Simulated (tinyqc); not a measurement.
How many bands a k.p model needs: band 5 from Gamma to X: k.p theory built from an empirical-pseudopotential calculation at Gamma.

Empirical pseudopotential on the fcc lattice, atoms at +/- tau, tau = a (1,1,1)/8, no spin-orbit coupling. H(G,G') = c (2 pi/a)^2 |k + G|^2 delta + VS(q) cos(q.tau) + i VA(q) sin(q.tau), q = G - G', c = hbar^2/2m0; k and G in units of 2 pi/a; VS at |q|^2 = 3, 8, 11 and VA at 3, 4, 11, in rydberg, zero elsewhere. The basis is fixed: all 113 G with |G|^2 up to Gcut. Energies are counted from the fourth level at Gamma.

k.p in the lowest n states at Gamma: H_nm = (E_n + c k^2) delta + 2 c k.<n|G|m>, k in 1/angstrom; with all states of the basis it is exact.

Constants: hbar^2/2m0 = 3.80998211 eV angstrom^2; Ry = 13.60569312 eV.

Inputs chosen for the exercise (near those of GaAs; the results hold for these values, not for the real material): a = 5.644 angstrom (lattice constant); VS = (-0.231, 0.009, 0.059) Ry (symmetric form factors); VA = (0.069, 0.05, 0.011) Ry (antisymmetric form factors); Gcut = 20 (2 pi/a)^2 (largest |G|^2 of the fixed basis).

Band 5 (counted from below) at k = f (1, 0, 0) 2 pi/a; n ends on whole multiplets.

Energies (eV):
```
f      n = 8  n = 15  n = 27  n = 113 (exact)
0.000  1.293   1.293   1.293            1.293
0.125  2.052   2.013   2.012            2.011
0.375  4.893   3.012   2.991            2.986
0.500  5.717   2.522   2.482            2.474
0.625  6.442   2.156   2.092            2.080
0.750  7.327   1.942   1.845            1.827
0.875  8.372   1.886   1.745            1.721
1.000  9.577   1.922   1.757            1.715
```

Give the missing row, f = 0.250.

Computed row:
```
f      n = 8  n = 15  n = 27  n = 113 (exact)
0.250  3.369   3.089   3.084            3.083
```

With n = 8 the band stays within 0.05 eV of the exact one up to f = 0.125 (error at X: +7.862 eV). With n = 15 the band stays within 0.05 eV of the exact one up to f = 0.500 (error at X: +0.207 eV). With n = 27 the band stays within 0.05 eV of the exact one over the whole line (error at X: +0.043 eV). A smaller basis can only raise a level. The exact band has its minimum on these points at f = 0.000; n = 8 puts it at f = 0.000.

Program tinyqc; command `OMP_NUM_THREADS=1 python tinyqc.py 1050405 1050406 out.jsonl`; about 1 s on one thread of a shared Intel(R) Xeon(R) Processor @ 2.30GHz.
